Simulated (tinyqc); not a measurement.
Field, mass and barrier from the scaled variables.

Problem. A barrier edge falls as U0 - F x over a width d with F = V/d. With e = (C F^2/m1)^(1/3), C = hbar^2/(2 m0), the Airy arguments at its edges are z1 = (U0 - E)/e and z2 = (U0 - V - E)/e. Find e, m1 and U0.

Values chosen for this exercise: electron energy E = 1.711 eV; barrier width d = 1.1 nm; voltage across the barrier V = 0.65 V.

Constants: q = 1.602176634e-19 C, hbar = 1.054571817e-34 J s, m0 = 9.1093837015e-31 kg, hbar^2/(2 m0) = 0.0380998212 eV nm^2. Results are converted to the units shown.

z1 and z2: [4.3177235, 2.1404386]

Solution. z1 - z2 = V/e gives e, its definition gives m1, and U0 = E + z1 e.

e = 0.299 eV
m1 = 0.500 m0
U0 = 3.00 eV

Numbers from tinyqc (`OMP_NUM_THREADS=1 python tinyqc.py 2580103 2580104 out.jsonl`; about 0.01 s on one thread of a shared Intel Xeon 2.30GHz).
